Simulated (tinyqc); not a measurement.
# From corner frequency f_c back to oxide trap density N_t

Model: thermal, flicker and telegraph noise of a field-effect transistor. Computed by tinyqc, a small Python program. Command: `OMP_NUM_THREADS=1 python tinyqc.py 3011873 3011874 out.jsonl noise inv`. One thread of a shared host (Intel(R) Xeon(R) Processor @ 2.30GHz), about 0.02 s of CPU time with the checks.

Strong inversion, threshold roll-off and channel-length modulation left out; noise sources are uncorrelated and are given as one-sided spectral densities.

Inputs (values chosen for the exercise, modelled on a silicon n-channel):

| quantity | value | unit |
|---|---|---|
| width W | 3.7 | micrometre |
| length L | 130 | nm |
| electrical oxide thickness t | 4 | nm |
| mobility mu | 230 | cm^2/(V s) |
| saturation velocity v_s | 1.1 | 1e7 cm/s |
| overdrive V_ov | 0.56 | V |
| thermal noise factor gamma | 1.1 | - |
| oxide barrier phi | 2.9 | eV |
| oxide mass m_ox | 0.46 | m_0 |
| Coulomb scattering coefficient alpha_sc | 2000 | V s/C |
| frequency f | 300 | Hz |
| temperature T | 300 | K |

Operating region: saturation. Flicker model: number with correlated mobility.

Constants: eps_0 = 8.8541878128e-12 F/m; hbar = 1.054571817e-34 J s; m_0 = 9.1093837015e-31 kg; e = 1.602176634e-19 C; k_B = 8.617333262e-05 eV/K; k_B = 1.380649e-23 J/K.

Method:
- C_ox = 3.9 eps_0/t; V_c = 2 v_s L/mu; I = W C_ox v_s V_ov^2/(V_ov + V_c); g_m = W C_ox v_s V_ov (V_ov + 2 V_c)/(V_ov + V_c)^2; g_d0 = mu C_ox (W/L) V_ov.
- Tunnelling length lambda = hbar/(2 sqrt(2 m_ox phi)); flat-band noise S_Vfb = e^2 k_B T lambda N_t/(W L C_ox^2 f). S_I = g_m^2 S_Vfb (1 + alpha_sc mu C_ox I/g_m)^2.
- Thermal: S_I = 4 k_B T gamma g_d0; input-referred S_V = S_I/g_m^2; corner f_c where flicker equals thermal.
- Total input noise from 1 Hz to f_c: sqrt(S_V,thermal [f_c ln(f_c/1 Hz) + f_c - 1 Hz]).

Question. A run gave the result below. Find the oxide trap density N_t, known to lie between 4.1e+16 and 8.8e+16 1/(eV cm^3).

corner frequency f_c = 8.429064e+06 Hz

Answer.

Each step takes the trial c = (a f_b - b f_a)/(f_b - f_a), f being the result less the target and a, b, c the logarithms of the listed values; c replaces end b, the old b replaces a if the sign of f changed, and otherwise f_a is halved.

Scan of the range:

| oxide trap density N_t (1/(eV cm^3)) | corner frequency f_c (Hz) |
|---|---|
| 4.10e+16 | 4.83819e+06 |
| 4.66e+16 | 5.49901e+06 |
| 5.29e+16 | 6.24244e+06 |
| 6.01e+16 | 7.09207e+06 |
| 6.82e+16 | 8.04791e+06 |
| 7.75e+16 | 9.14535e+06 |
| 8.80e+16 | 1.03844e+07 |

False position (Illinois rule, in the logarithm of the input) inside the bracket:

| step | end a | end b | trial | corner frequency f_c (Hz) |
|---|---|---|---|---|
| 1 | 6.82000e+16 | 7.75000e+16 | 7.12962e+16 | 8.41327e+06 |
| 2 | 7.75000e+16 | 7.12962e+16 | 7.14246e+16 | 8.42843e+06 |
| 3 | 7.75000e+16 | 7.14246e+16 | 7.14349e+16 | 8.42965e+06 |
| 4 | 7.14246e+16 | 7.14349e+16 | 7.14300e+16 | 8.42906e+06 |
| 5 | 7.14349e+16 | 7.14300e+16 | 7.14300e+16 | 8.42906e+06 |

Corner frequency f_c rises at every point of a 13-point scan of the range (every second point is shown), so one value fits; it is bracketed by 6.82e16 and 7.75e16. The scan shows a pure power law with exponent 1.0000, so scaling from any one row also gives the answer directly. Answer: oxide trap density N_t = 7.143e16 1/(eV cm^3).

Caution: fewer than one trap per decade of time constant is active, so one device shows telegraph steps and the 1/f law is only a mean over many devices.
